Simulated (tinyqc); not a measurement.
Rayleigh-quotient iteration on a symmetric matrix, step by step. Computed by tinyqc, a small Python program that keeps every step. Settings: method = rayleigh, shift = 0.81. Command: `OMP_NUM_THREADS=1 python tinyqc.py 31837 31838 out.jsonl` (the two numbers bound the seeds that draw the settings). One thread of a shared host (Intel(R) Xeon(R) Processor @ 2.60GHz), about 0.01 s of CPU time with the checks.

## Step 1

A, lower triangle:
```
,1,2,3,4
1,0.693000
2,-0.171000,0.927000
3,-0.158000,0.342000,0.995000
4,-1.484000,-0.289000,-0.689000,1.262000
```

vector v at the start: 0.500000  0.500000  0.500000  0.500000

shift = 0.810000

solve (A - shift) w = v; v' = w/|w| with its largest component positive (the first on a tie); lambda = v'^T A v'; the next shift is lambda.

vector after step 1: 0.682420  0.032225  -0.665158  0.301380

Rayleigh quotient after step 1 = 0.660002

## Step 2

As before.

vector after step 2: 0.128543  0.812162  -0.568992  0.010880

Rayleigh quotient after step 2 = 0.615783

## Step 3

As before.

vector after step 3: 0.143482  0.757034  -0.637322  -0.011531

Rayleigh quotient after step 3 = 0.611412

## Course of the iteration

Stop when the residual |A v - lambda v| is below 1e-9.

Steps:
```
step,lambda,residual
1,0.66000239,8.42e-01
2,0.61578341,7.75e-02
3,0.61141212,4.03e-04
4,0.61141195,8.98e-11
```

all eigenvalues, for comparison: -0.746871  0.611412  1.372185  2.640274

Converged in 4 steps.
